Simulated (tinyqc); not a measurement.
From results back to parameters: optical gain and spontaneous emission in a bulk direct-gap semiconductor. Four cases, with inputs chosen for the exercise.

Problem. The gain spectrum crosses zero at E0 = Eg + Fc + Fv; n = p is hidden.

F_j(eta) = (1/Gamma(j + 1)) integral_0^infinity x^j dx/(1 + exp(x - eta)), which tends to exp(eta) for eta << 0.

Quasi-Fermi levels: n = Nc F_1/2(Fc/kT) and p = Nv F_1/2(Fv/kT), Fc counted up from the conduction edge and Fv down from the valence edge; Nc, Nv from N = 2 (m kB T/(4 pi c))^(3/2) with c = hbar^2/2m0, in 1/angstrom^3; times 1e24 for 1/cm^3, with me and (mhh^(3/2) + mlh^(3/2))^(2/3).

Constants: hbar^2/2m0 = 3.80998211 eV angstrom^2; kB = 8.617333262e-05 eV/K.

Case 1.

Values chosen (near those of InP; not measured data): Eg = 1.368 eV (direct gap); me = 0.0805 m0 (electron mass); mhh = 0.58 m0 (heavy-hole mass); mlh = 0.0857 m0 (light-hole mass); T = 350 K.

E0 = 1.50501 eV

Case 2.

Values chosen (near those of GaAs; not measured data): Eg = 1.406 eV (direct gap); me = 0.0648 m0 (electron mass); mhh = 0.479 m0 (heavy-hole mass); mlh = 0.08 m0 (light-hole mass); T = 200 K.

E0 = 1.47555 eV

Case 3.

Values chosen (near those of GaAs; not measured data): Eg = 1.466 eV (direct gap); me = 0.0677 m0 (electron mass); mhh = 0.499 m0 (heavy-hole mass); mlh = 0.078 m0 (light-hole mass); T = 400 K.

E0 = 1.52785 eV

Case 4.

Values chosen (near those of InGaAs; not measured data): Eg = 0.752 eV (direct gap); me = 0.0425 m0 (electron mass); mhh = 0.463 m0 (heavy-hole mass); mlh = 0.0512 m0 (light-hole mass); T = 350 K.

E0 = 0.87590 eV

Find: Fc; Fv; n.

Solution. Fc + Fv rises steadily with n, so one n gives E0 - Eg; solve by bisection on ln n.

Case 1.

Fc = 0.156 eV
Fv = -0.019 eV
n = 6.7e+18 1/cm^3

Case 2.

Fc = 0.083 eV
Fv = -0.014 eV
n = 1.9e+18 1/cm^3

Case 3.

Fc = 0.110 eV
Fv = -0.048 eV
n = 3.3e+18 1/cm^3

Case 4.

Fc = 0.162 eV
Fv = -0.038 eV
n = 2.7e+18 1/cm^3

Computed by tinyqc, one run a case: `OMP_NUM_THREADS=1 python tinyqc.py N N+1 out.jsonl` with N = 1650825, 1650840, 1650946, 1651009; one thread of a shared Intel(R) Xeon(R) Processor @ 2.30GHz, about 0.08 s a run at most.
